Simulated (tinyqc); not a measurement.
# From x_l back to temperature T

Model: solid solubility of a dopant against its melt (retrograde solidus), clustering and the electrically active fraction. Computed by tinyqc, a small Python program. Command: `OMP_NUM_THREADS=1 python tinyqc.py 3004184 3004185 out.jsonl retro inv`. One thread of a shared host (Intel(R) Xeon(R) Processor @ 2.30GHz), about 0.02 s of CPU time with the checks.

Inputs (values chosen for the exercise, of the order of those of antimony in silicon for the solubility): melting point of the host T_m = 1687 K; heat of melting of the host H_f = 50.2 kJ/mol; interaction L of the melt = 3 kJ/mol; enthalpy of transfer from melt to solid H = 0.733 eV; entropy of transfer S = 1.27 k_B; site density N0 = 5e+22 1/cm^3.

Constants: R = 8.314462618 J/(mol K); k_B = 8.617333262e-05 eV/K.

Method. x_l and x_s are atom fractions of the dopant in melt and solid; the solid is dilute. Liquidus of the host: R T ln(1 - x_l) + L x_l^2 = -H_f (1 - T/T_m). Distribution: k = x_s/x_l = exp[L (1 - x_l)^2/(R T)] exp(S/k_B - H/(k_B T)), the first factor being the activity coefficient in the melt. Solubility = x_s N0; at T_m x_l = 0.

Question. A run gave the result below. Find the temperature T, known to lie between 950 and 1600 K.

x_l = 0.4265608

Answer.

Each step takes the trial c = (a f_b - b f_a)/(f_b - f_a), f being the result less the target and a, b, c the logarithms of the listed values; c replaces end b, the old b replaces a if the sign of f changed, and otherwise f_a is halved.

Scan of the range:
```
temperature T (K)       x_l
950                0.956003
1040               0.919529
1130               0.865082
1230               0.778547
1340               0.646281
1470               0.437460
1600               0.183036
```

False position (Illinois rule, in the logarithm of the input) inside the bracket:
```
step    end a    end b    trial       x_l
1     1470.00  1600.00  1475.35  0.427754
2     1600.00  1475.35  1475.93  0.426690
3     1600.00  1475.93  1476.06  0.426460
4     1475.93  1476.06  1476.00  0.426561
5     1476.06  1476.00  1476.00  0.426561
```

x_l falls at every point of a 13-point scan of the range (every second point is shown), so one value fits; it is bracketed by 1470 and 1600. Answer: temperature T = 1476 K.
